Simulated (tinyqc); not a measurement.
# Biaxially strained (001) channel, valley splitting in an inversion layer, step by step

Computed by the program tinyqc: `OMP_NUM_THREADS=1 python tinyqc.py 2530171 2530172 out.jsonl`, one thread of a shared Intel Xeon 2.30GHz, about 0.02 s for the whole run. Printed values are rounded.

A thin layer grown on a relaxed buffer is stretched in the plane. The two valleys with their long axis along the growth direction (D2) sink against the four in-plane ones (D4); confinement in a triangular well splits them too. Only the lowest subband of each set is kept; one relaxation time, so the weakening of intervalley scattering is left out.

Parameters, values chosen for the exercise; values close to those of silicon on relaxed silicon-germanium: temperature T = 300 K; germanium share of the relaxed buffer x = 0.33; lattice mismatch per unit x b1 = 0.0418; elastic constant c11 = 162 GPa; elastic constant c12 = 65.2 GPa; shear deformation potential Xu = 9.25 eV; longitudinal mass ml = 0.889 m0; transverse mass mt = 0.195 m0; confining field F = 0.95 MV/cm; inversion density Ns = 1.6e12 cm^-2.

Constants: q = 1.602176634e-19 C, kB = 1.380649e-23 J/K, hbar = 1.054571817e-34 J s, m0 = 9.1093837015e-31 kg, Vt = kB T/q, hbar^2/(2 m0) = 0.0380998212 eV nm^2. Results are converted to the units shown.

## Strain, stress and splitting

e_par = b1 x, e_perp = -2 (c12/c11) e_par, splitting D = Xu (e_par - e_perp), in-plane stress (c11 + c12 - 2 c12^2/c11) e_par.

e_par = 1.379400 %
e_perp = -1.110332 %
D = 230.3002 meV
stress = 2.410060 GPa

## Subband edges and densities of states

Levels E(m) = 2.33811 (hbar^2 q^2 F^2/(2 m))^(1/3): E2 = E(ml), E4 = E(mt) + D; N2 = 2 mt kB T/(pi hbar^2), N4 = 4 sqrt(mt ml) kB T/(pi hbar^2).

E2 = 0.1703548 eV
E4 = 0.5127731 eV
N2 = 4.211686e12 cm^-2
N4 = 1.798538e13 cm^-2

Of the gap E4 - E2 = 342 meV, confinement gives 112 meV.

## Iteration 1: Fermi level by Newton steps

EF at the start = 0.17 eV

f = N2 ln(1 + exp((EF - E2)/Vt)) + N4 ln(1 + exp((EF - E4)/Vt)) - Ns, f' = [N2/(1 + exp((E2 - EF)/Vt)) + N4/(1 + exp((E4 - EF)/Vt))]/Vt, EF(new) = EF - f/f'.

f = 1.290547e12 cm^-2
f' = 8.089987e13 cm^-2/eV
EF after iteration 1 = 0.1540476 eV

## Iteration 2: Fermi level by Newton steps

As before.

f = 1.970823e11 cm^-2
f' = 5.658622e13 cm^-2/eV
EF after iteration 2 = 0.1505647 eV

## Course of the iteration: Fermi level by Newton steps

Stop when EF changes by less than 1e-10 eV, or after 40 iterations.

Course of the iteration:
```
iteration    EF (eV)  |change| (eV)
1          0.1540476         0.0160
2          0.1505647        3.48e-3
3          0.1503996        1.65e-4
4          0.1503992        3.61e-7
5          0.1503992       1.73e-12
```

Converged in 5 iterations. At the end the number of correct digits about doubles with each step.

## Share of the light valleys and conductivity mass

EF = 0.1503992 eV

EF solves Ns = N2 ln(1 + exp((EF - E2)/Vt)) + N4 ln(1 + exp((EF - E4)/Vt)); f2 is the share in D2, and 1/mc = f2/mt + (1 - f2)(1/mt + 1/ml)/2.

f2 = 0.9999908
mc = 0.1950007 m0

Without strain f2 would be 0.937 and mc 0.200 m0, so repopulation alone gains 2.5 % in mobility.
